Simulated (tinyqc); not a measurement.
Surface orientation and number of bands: six-band hole subbands of a thin body in a field.

Basis X, Y, Z times spin, hole energies counted downwards from the unstrained edge (the hydrostatic shift is left out), c = hbar^2/2m0. For a symmetric tensor T let C(T) have C_XX = L Txx + M (Tyy + Tzz), C_XY = N Txy (cyclic), L = c (g1 + 4 g2), M = c (g1 - 2 g2), N = 6 c g3. k = q + kz n, n the unit normal, q = k1 u + k2 v with u along the channel [1-10] and v = n x u. H = C(k k^T) + (Dso/3)(1 - L.sigma) - B + e F z with (L_k)_ij = -i epsilon_kij; B is the block C built from the traceless strain with 2b, -b and sqrt(3) d in place of L, M, N. Strain: exx = eyy = (s11 + s12) sx/2, ezz = s12 sx, exy = -s44 sx/4. Hard walls at z = 0 and t; basis sin(j pi z/t), j = 1 to Nz: kz^2 = (j pi/t)^2, kz = -i D with D_jl = 4 j l/(t (j^2 - l^2)), z_jj = t/2 and z_jl = -8 t j l/(pi (j^2 - l^2))^2 for j + l odd; 1 MV/cm = 0.01 eV/angstrom.

Nz = 14. E1 is the top subband at q = 0, gap the distance to the next pair, and the masses are c q^2/(E(q) - E1) at |q| = 0.02 1/angstrom (mean of the spin pair) along the channel [1-10] and across it in the plane; a dash marks a band that does not rise.

Constants: hbar^2/2m0 = 3.80998211 eV angstrom^2.

Parameters, chosen for this exercise (near those of a p-type Ge channel; shifted at random, so the results belong to these values and not to a real crystal): g1 = 13.34 (Luttinger gamma1); g2 = 4.25 (gamma2); g3 = 5.68 (gamma3); Dso = 0.29 eV (spin-orbit splitting); b = -2.57 eV (tetragonal potential); d = -5.37 eV (trigonal potential); S = (9.63, -2.69, 14.83) 1/TPa (compliances s11, s12, s44); t = 50 angstrom (body thickness); F = 0.5 MV/cm (field across the body); sx = 0 GPa (stress along the channel [1-10], negative in compression).

Three faces, six bands; and four bands, with Dso set to 1000 eV.

Results:
```
case           E1 (meV)  gap (meV)  m channel  m across
(001) 6 bands     188.7      140.5      0.086     0.086
(001) 4 bands     188.7      230.1      0.077     0.077
(110) 6 bands     132.1       77.2      0.047     0.126
(110) 4 bands     148.4      138.4      0.056     0.083
(111) 6 bands     134.5      114.2      0.075     0.076
(111) 4 bands     134.5      114.2      0.065     0.065
```

With six bands the top subband is shallowest on (110) (132.1 meV) and deepest on (001). The lightest channel mass is on (110) (0.047 m0). Dropping the split-off band moves E1 by 0.0, 16.3 and 0.0 meV and the gap by 89.5, 61.2 and 0.0 meV on the three faces, with Dso = 290 meV.

(tinyqc, `OMP_NUM_THREADS=1 python tinyqc.py 1251320 1251321 out.jsonl`, Intel(R) Xeon(R) Processor @ 2.30GHz, 1 thread, shared host, about 0.9 s.)
